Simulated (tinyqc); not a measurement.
MOSFET in saturation, small-signal circuit and noise: two steps of the calculation.

Bias by the inversion coefficient IC = I/Ispec (charge-based model with velocity saturation; weak inversion below 0.1, strong above 10). Common-source circuit: gm, gds, Cgs, Cgd and Cj at the inner nodes, Rg in series with the gate; quasi-static, no source or drain resistance, no gate-body capacitance, no substrate network, no induced gate noise, so fmax is an upper estimate.

Values chosen for this exercise:
```
symbol,value,unit,meaning
T,300,K,temperature
L,130,nm,gate length
W,5,um,total gate width
Cox,0.8,uF/cm^2,gate capacitance
mu,140,cm^2/(V s),mobility
n,1.21,,slope factor
Ls,10,nm,velocity-saturation length
sg,0.023,,ratio gds/gm
IC,17,,inversion coefficient
f,5,GHz,signal frequency
```

Constants: q = 1.602176634e-19 C, kB = 1.380649e-23 J/K, Vt = kB T/q. Results are converted to the units shown.

Question 1. Current, transconductance and gain. Ispec = 2 n mu Cox (W/L) Vt^2, lc = Ls/L, gms = [sqrt((lc IC + 1)^2 + 4 IC) - 1]/[2 + lc (lc IC + 1)], gm = gms Ispec/(n Vt), gds = sg gm.

Give: Ispec; I; gms; gm; gds; gm/I.

Answer 1.

Ispec = 6.9670 uA
I = 118.44 uA
gms = 3.4732
gm = 0.77358 mS
gds = 0.017792 mS
gm/I = 6.5314 1/V

Question 2. Admittance matrix. Inner admittances at w = 2 pi f: y11 = i w (Cgs + Cgd), y12 = -i w Cgd, y21 = gm - i w Cgd, y22 = gds + i w (Cgd + Cd). Invert to Z, add Rg to Z11 and invert back to Y.

gm = 0.77357672 mS
gds = 0.017792265 mS
Cgs = 4.6641228 fF
Cgd = 1.65 fF
Cd = 2.25 fF
Rg = 40.160256 ohm

Wanted: inner y; Y with Rg.

Answer 2.

inner y (mS):

|  | 1 | 2 |
|---|---|---|
| 1 | 0.00000+0.19836i | 0.00000-0.05184i |
| 2 | 0.77358-0.05184i | 0.01779+0.12252i |

Y with Rg (mS):

|  | 1 | 2 |
|---|---|---|
| 1 | 0.00158+0.19835i | -0.00041-0.05183i |
| 2 | 0.77311-0.05800i | 0.01791+0.12413i |

Numbers from tinyqc (`OMP_NUM_THREADS=1 python tinyqc.py 2150110 2150111 out.jsonl`; about 0.01 s on one thread of a shared Intel Xeon 2.30GHz).
